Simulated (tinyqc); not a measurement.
# Ellipsometry and reflectance of a transparent film on an absorbing substrate: two studies

Air (index 1), film, substrate with N2 = n2 - i k2; time factor exp(+i w t). q_j = sqrt(N_j^2 - sin^2 th), root with positive real part. Fresnel coefficients r_s = (q_a - q_b)/(q_a + q_b), r_p = (N_b^2 q_a - N_a^2 q_b)/(N_b^2 q_a + N_a^2 q_b). tan(Psi) exp(i Delta) = R_p/R_s, Delta taken from 0 to 360 degrees.

Values chosen for this exercise; indices close to those of titanium dioxide on silicon: wavelength lam = 546.1 nm; angle of incidence th = 70 degrees; index of the transparent film n1 = 2.379; film thickness d = 200 nm; index of the substrate n2 = 4.086; extinction coefficient of the substrate k2 = 0.031.

Each table varies one quantity; the others keep the values above.

## Psi and Delta against the film thickness

beta = 2 pi d q1/lam, X = exp(-2 i beta), R = (r01 + r12 X)/(1 + r01 r12 X) for p and s. The last column is the derivative of Delta.

Psi and Delta against the film thickness:
```
d (nm)  Psi (degrees)  Delta (degrees)  |R_p|^2  |R_s|^2  dDelta/dd (degrees/nm)
0               12.01            179.0  0.03205   0.7083                  -3.596
2               12.05            171.8  0.03224   0.7078                  -3.581
4               12.14            164.7  0.03271   0.7064                  -3.544
6               12.30            157.6  0.03346   0.7041                  -3.487
8               12.51            150.7  0.03449   0.7010                  -3.413
10              12.77            144.0  0.03578   0.6969                  -3.327
12              13.07            137.4  0.03731   0.6920                  -3.232
14              13.42            131.1  0.03907   0.6860                  -3.132
16              13.81            124.9  0.04104   0.6791                  -3.030
```

Read the table: what changes, and by how much?

Delta falls from 178.97 to 124.89 degrees while Psi moves from 12.01 to 13.81: Delta changes 30.0 times as much as Psi. With the slope of the first row an error of 0.01 degree in Delta means 0.0028 nm.

## Effect of the index of the transparent film

Same model as above.

dDelta/dd is the derivative of Delta; period lam/(2 q1).

Results:
```
n1    Psi (degrees)  Delta (degrees)  |R_p|^2  |R_s|^2  dDelta/dd (degrees/nm)  period (nm)
1.25          45.61            245.2   0.2785   0.2669                  0.9625        331.2
1.45          24.90            264.5   0.1344   0.6240                 -0.7714        247.3
1.65          12.02            183.6  0.03212   0.7082                  -3.492        201.3
1.85          19.75            99.98  0.08340   0.6473                  -1.731        171.3
2.05          28.77            60.06   0.1292   0.4288                  -1.542        149.9
2.45          19.96            301.7  0.06429   0.4873                  -2.591        120.7
2.65          13.08            244.7  0.03549   0.6570                  -3.116        110.2
```

Estimate the missing row, n1 = 2.25.

Computed row:
```
n1    Psi (degrees)  Delta (degrees)  |R_p|^2  |R_s|^2  dDelta/dd (degrees/nm)  period (nm)
2.25          33.26           0.2789   0.1114   0.2590                  -3.388        133.6
```

With this row back in the table: Psi moves up and down between 12.0 and 45.6 degrees and |R_p|^2 moves up and down between 0.0321 and 0.278. The slope of Delta is largest in size, 3.49 degrees/nm, at n1 = 1.65 among the rows.

tinyqc, about 0.01 s, one thread, Intel Xeon 2.30GHz (shared host): `OMP_NUM_THREADS=1 python tinyqc.py 2870230 2870231 out.jsonl`
